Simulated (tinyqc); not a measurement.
Inside a calculation. Method: Pariser-Parr-Pople SCF with singles CI, for the molecule C=Nc1ccccc1 (SMILES; centres numbered as the heavy atoms are written). One step of it, computed by the program tinyqc.

Problem. Iteration 1: Fock matrix. F_rr = H_rr + P_rr gamma_rr / 2 + sum_(s != r) P_ss gamma_rs; F_rs = H_rs - P_rs gamma_rs / 2; E = tr P (H + F) / 2 + core repulsion sum_(r<s) z_r z_s gamma_rs.

P at the start, lower triangle:
```
           1C         2N         3C         4C         5C        6C        7C        8C
1C   1.000000
2N   0.907291   1.000000
3C   0.000000   0.414867   1.000000
4C  -0.258574   0.000000   0.607401   1.000000
5C   0.000000  -0.048526   0.000000   0.679170   1.000000
6C   0.207612   0.000000  -0.300023   0.000000   0.658363  1.000000
7C   0.000000  -0.048526   0.000000  -0.320830   0.000000  0.658363  1.000000
8C  -0.258574   0.000000   0.607401   0.000000  -0.320830  0.000000  0.679170  1.000000
```

core matrix H (eV), lower triangle:
```
            1C          2N          3C          4C          5C          6C          7C          8C
1C  -41.378883
2N   -2.510000  -50.821266
3C    0.000000   -2.510000  -54.385396
4C    0.000000    0.000000   -2.390000  -50.386871
5C    0.000000    0.000000    0.000000   -2.390000  -47.977273
6C    0.000000    0.000000    0.000000    0.000000   -2.390000  -47.473072
7C    0.000000    0.000000    0.000000    0.000000    0.000000   -2.390000  -48.380888
8C    0.000000    0.000000   -2.390000    0.000000    0.000000    0.000000   -2.390000  -51.380176
```

repulsion gamma_rs (eV), lower triangle:
```
           1C         2N         3C         4C         5C         6C         7C         8C
1C  11.130000
2N   7.729818  12.300000
3C   5.239560   7.728284  11.130000
4C   3.670975   5.297545   7.556581  11.130000
5C   2.869206   3.689750   5.240060   7.553010  11.130000
6C   2.763701   3.290539   4.668999   5.239840   7.555992  11.130000
7C   3.276624   3.689192   5.238699   4.668753   5.240168   7.554442  11.130000
8C   4.668999   5.296138   7.553212   5.240168   4.669089   5.239560   7.553010  11.130000
```

Centres (angstrom, eV; a flat drawing with bonds scaled to 1.40 angstrom):

| centre | x | y | core charge z | W | gamma_rr |
|---|---|---|---|---|---|
| 1C | -2.879000 | 0.438000 | 1 | 11.160000 | 11.130000 |
| 2N | -1.930000 | -0.591000 | 1 | 14.100000 | 12.300000 |
| 3C | -0.564000 | -0.283000 | 1 | 11.160000 | 11.130000 |
| 4C | 0.385000 | -1.311000 | 1 | 11.160000 | 11.130000 |
| 5C | 1.751000 | -1.003000 | 1 | 11.160000 | 11.130000 |
| 6C | 2.167000 | 0.333000 | 1 | 11.160000 | 11.130000 |
| 7C | 1.218000 | 1.362000 | 1 | 11.160000 | 11.130000 |
| 8C | -0.148000 | 1.054000 | 1 | 11.160000 | 11.130000 |

Give: F; pi energy.

Solution.

F (eV), lower triangle:
```
        1C      2N      3C      4C      5C      6C      7C      8C
1C  -5.595
2N  -6.017  -7.950
3C   0.000  -4.113  -5.595
4C   0.475   0.000  -4.685  -5.595
5C   0.000   0.090   0.000  -4.955  -5.595
6C  -0.287   0.000   0.700   0.000  -4.877  -5.595
7C   0.000   0.090   0.000   0.749   0.000  -4.877  -5.595
8C   0.604   0.000  -4.684   0.000   0.749   0.000  -4.955  -5.595
```

pi energy = -109.329 eV
